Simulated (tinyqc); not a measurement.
WKB tunnelling through a gate dielectric with a two-band (Franz) dispersion: one step. The integrals by Simpson's rule. Three cases, with inputs chosen for the exercise.

Problem. Weights 1, 4, 2, 4, 2, 4, 2, 4, 1 times a third of the spacing.

Give: integral of kappa dx.

Case 1.

kappa (1/angstrom):

| x (angstrom) | u (eV) | parabolic | Franz |
|---|---|---|---|
| 0.00000 | 1.740000 | 0.394051 | 0.336147 |
| 6.50000 | 1.527500 | 0.369206 | 0.322068 |
| 13.00000 | 1.315000 | 0.342563 | 0.305287 |
| 19.50000 | 1.102500 | 0.313666 | 0.285326 |
| 26.00000 | 0.890000 | 0.281821 | 0.261459 |
| 32.50000 | 0.677500 | 0.245885 | 0.232485 |
| 39.00000 | 0.465000 | 0.203706 | 0.196154 |
| 45.50000 | 0.252500 | 0.150110 | 0.147114 |
| 52.00000 | 0.040000 | 0.059746 | 0.059559 |

Solution.

integral of kappa dx: parabolic 13.922, Franz 12.717

Case 2.

kappa (1/angstrom):

| x (angstrom) | u (eV) | parabolic | Franz |
|---|---|---|---|
| 0.00000 | 3.090000 | 0.623934 | 0.510258 |
| 1.37500 | 3.040000 | 0.618865 | 0.508137 |
| 2.75000 | 2.990000 | 0.613755 | 0.505939 |
| 4.12500 | 2.940000 | 0.608601 | 0.503666 |
| 5.50000 | 2.890000 | 0.603404 | 0.501314 |
| 6.87500 | 2.840000 | 0.598161 | 0.498884 |
| 8.25000 | 2.790000 | 0.592872 | 0.496374 |
| 9.62500 | 2.740000 | 0.587536 | 0.493783 |
| 11.00000 | 2.690000 | 0.582151 | 0.491110 |

Solution.

integral of kappa dx: parabolic 6.636, Franz 5.512

Case 3.

kappa (1/angstrom):

| x (angstrom) | u (eV) | parabolic | Franz |
|---|---|---|---|
| 0.00000 | 1.290000 | 0.279060 | 0.246963 |
| 2.36500 | 1.128750 | 0.261037 | 0.234976 |
| 4.73000 | 0.967500 | 0.241673 | 0.221153 |
| 7.09500 | 0.806250 | 0.220616 | 0.205125 |
| 9.46000 | 0.645000 | 0.197325 | 0.186323 |
| 11.82500 | 0.483750 | 0.170889 | 0.163794 |
| 14.19000 | 0.322500 | 0.139530 | 0.135696 |
| 16.55500 | 0.161250 | 0.098663 | 0.097316 |
| 18.92000 | 0.000000 | 0.000000 | 0.000000 |

Solution.

integral of kappa dx: parabolic 3.501, Franz 3.262

Computed by tinyqc, one run a case: `OMP_NUM_THREADS=1 python tinyqc.py N N+1 out.jsonl` with N = 1452385, 1452720, 1452847; one thread of a shared Intel(R) Xeon(R) Processor @ 2.30GHz, about 0.01 s a run at most.
